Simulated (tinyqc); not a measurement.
Shallow donor in an anisotropic valley (effective-mass theory): sweeps and comparisons. A value that a table varies takes the place of the one given here.

One valley: H = -c [(d2/dx2 + d2/dy2)/mt + (d2/dz2)/ml] - q/(eps r), c = hbar^2/2m0, q = e^2/(4 pi eps0). Trial function exp(-sqrt((x^2 + y^2)/a^2 + z^2/b^2)) with a > b: T = (c/3)(2/(mt a^2) + 1/(ml b^2)), V = -(q/eps) atan(u/b)/u, u = sqrt(a^2 - b^2). The central cell of the impurity is left out.

Constants: hbar^2/2m0 = 3.80998211 eV angstrom^2; e^2/(4 pi eps0) = 14.39964547 eV angstrom; Ry = 13.60569312 eV; a0 (Bohr radius) = 0.5291772105 angstrom.

Parameters, chosen for this exercise (near those of a group-V donor in Si; shifted at random, so the results belong to these values and not to a real crystal): mt = 0.191 m0 (transverse mass); eps = 11.6 (dielectric constant); xs = (1.2, 2.2, 3.7, 6.9, 11, 24, 56, 180) (ratios ml/mt); E0 = -30 meV (single-valley level); D0 = 2.56 meV (central-cell shift); D1 = 2.07 meV (coupling of perpendicular valleys); D2 = 0.9 meV (coupling of opposite valleys); ml = 0.887 m0 (longitudinal mass).

## Mass anisotropy

mt and eps fixed, ml varied. Energies in units of Ry*(mt) = Ry mt/eps^2 and lengths in a*(mt) = a0 eps/mt; the last two columns use one mass, 3/(1/ml + 2/mt) or (ml mt^2)^(1/3).

Results:

| ml/mt | a/a* | b/a | binding | conductivity mass | density-of-states mass |
|---|---|---|---|---|---|
| 1.20 | 0.962 | 0.937 | 1.062 | 1.059 | 1.063 |
| 2.20 | 0.855 | 0.756 | 1.276 | 1.222 | 1.301 |
| 3.70 | 0.781 | 0.630 | 1.467 | 1.321 | 1.547 |
| 6.90 | 0.709 | 0.507 | 1.701 | 1.399 | 1.904 |
| 11.0 | 0.665 | 0.431 | 1.874 | 1.435 | 2.224 |
| 24.0 | 0.607 | 0.330 | 2.153 | 1.469 | 2.884 |
| 56.0 | 0.561 | 0.247 | 2.433 | 1.487 | 3.826 |
| 180 | 0.515 | 0.166 | 2.762 | 1.496 | 5.646 |

How do the results move?

The binding grows from 1.06 to 2.76 Ry*(mt); for ml going to infinity the exact problem becomes two-dimensional, with 4 Ry*. The conductivity mass saturates at 1.5 and underbinds, by 18 % at ml/mt = 6.9; the density-of-states mass errs by +12 % there and by +104 % in the last row. With these mt and eps one unit is 19.31 meV.

## Strain along [001] (shallow donor in effective-mass theory, with valley-orbit splitting)

Basis: the 1s envelopes of the valleys +x, -x, +y, -y, +z, -z. Diagonal E0 - D0, element -D2 between opposite valleys and -D1 between perpendicular ones. Strain along [001] adds 2 Ds/3 to the z valleys and -Ds/3 to the others.

Ground level, gap to the next level, weight in the z valleys and contact density (sum of amplitudes)^2/6.

Results:

| Ds (meV) | ground (meV) | gap (meV) | z weight | contact density | ground less band edge (meV) |
|---|---|---|---|---|---|
| -120 | -113.76 | 2.10 | 0.997 | 0.382 | -33.76 |
| -40 | -61.06 | 2.73 | 0.975 | 0.488 | -34.39 |
| -15 | -46.02 | 4.36 | 0.840 | 0.732 | -36.02 |
| -5 | -42.23 | 7.24 | 0.537 | 0.958 | -38.90 |
| 0 | -41.74 | 10.08 | 0.333 | 1.000 | -41.74 |
| 5 | -42.12 | 8.80 | 0.192 | 0.974 | -40.46 |
| 15 | -44.25 | 7.59 | 0.073 | 0.888 | -39.25 |
| 40 | -51.70 | 6.70 | 0.017 | 0.782 | -38.36 |
| 120 | -77.88 | 6.22 | 0.002 | 0.710 | -37.88 |

What does this show, and why?

The scale is the A1-E splitting 6 D1 = 12.4 meV. The contact density is largest without strain and falls to 0.382 and 0.710 at the ends, towards 1/3 (two valleys) and 2/3 (four valleys). The binding below the lowest band edge drops from 41.7 meV to 33.8 meV when the two z valleys are lowest and to 37.9 meV when the four others are, since fewer valleys share the coupling.

## What each parameter does

The minimum of the trial energy. Each row changes one parameter from the base and keeps the others.

Results:

| case | E (meV) | a (angstrom) | b (angstrom) | b/a |
|---|---|---|---|---|
| base | -29.98 | 24.18 | 14.07 | 0.582 |
| ml = 1.109 m0 | -31.59 | 23.37 | 12.58 | 0.538 |
| mt = 0.172 m0 | -27.68 | 26.42 | 14.82 | 0.561 |
| eps = 12.8 | -24.62 | 26.68 | 15.52 | 0.582 |

What can be read from the table?

The largest shifts from the base row, up to three for each result and ties (the steps differ in size, so this ranks the rows, not the parameters). E (meV): eps +5.36, mt +2.30, ml -1.62. a (angstrom): eps +2.50, mt +2.24, ml -0.81. b (angstrom): ml -1.49, eps +1.46, mt +0.75. b/a: ml -0.044, mt -0.021; unchanged at the printed digits by eps. eps only rescales the solution (E as 1/eps^2, lengths as eps), so b/a depends on ml/mt alone.

Run: tinyqc, `OMP_NUM_THREADS=1 python tinyqc.py 1280823 1280824 out.jsonl`; Intel(R) Xeon(R) Processor @ 2.30GHz, one thread, shared host; about 0.01 s of CPU time with all checks.
